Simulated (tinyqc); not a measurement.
CCSD on RHF in the 6-311g basis, for He, spin multiplicity 1, step by step. One step of it, computed by the program tinyqc.

Task: Iteration 6 (converged): orbitals. Diagonalise F' = X^T F X, C = X C', fill 1 alpha and 1 beta electrons from the bottom; D = 2 C_occ C_occ^T. Each column has its largest component positive (the first on a tie).

converged F (hartree), order 1He 1s, 1He 2s, 1He 3s:
$$\begin{pmatrix}
1.373498 & -1.206232 & -1.105840 \\
-1.206232 & -0.594454 & -0.698399 \\
-1.105840 & -0.698399 & -0.371933
\end{pmatrix}$$

X, order 1He 1s, 1He 2s, 1He 3s:
$$\begin{pmatrix}
1.316564 & -0.645914 & 0.150682 \\
-0.645914 & 1.855498 & -0.771405 \\
0.150682 & -0.771405 & 1.436671
\end{pmatrix}$$

Give: F' = X^T F X; orbital energies; coefficients C; D after iteration 6.

Result:

F' = X^T F X (hartree):
$$\begin{pmatrix}
3.8730 & -3.1748 & -0.1493 \\
-3.1748 & 2.0937 & -0.9315 \\
-0.1493 & -0.9315 & 0.2594
\end{pmatrix}$$

orbital energies (hartree): MO1 -0.9169, MO2 0.8294, MO3 6.3135

coefficients C, order 1He 1s, 1He 2s, 1He 3s:
$$\begin{pmatrix}
0.2636 & -0.1380 & -1.4439 \\
0.4875 & -1.1540 & 1.6988 \\
0.3974 & 1.4279 & -0.6963
\end{pmatrix}$$

D after iteration 6, order 1He 1s, 1He 2s, 1He 3s:
$$\begin{pmatrix}
0.1389 & 0.2570 & 0.2095 \\
0.2570 & 0.4753 & 0.3875 \\
0.2095 & 0.3875 & 0.3159
\end{pmatrix}$$
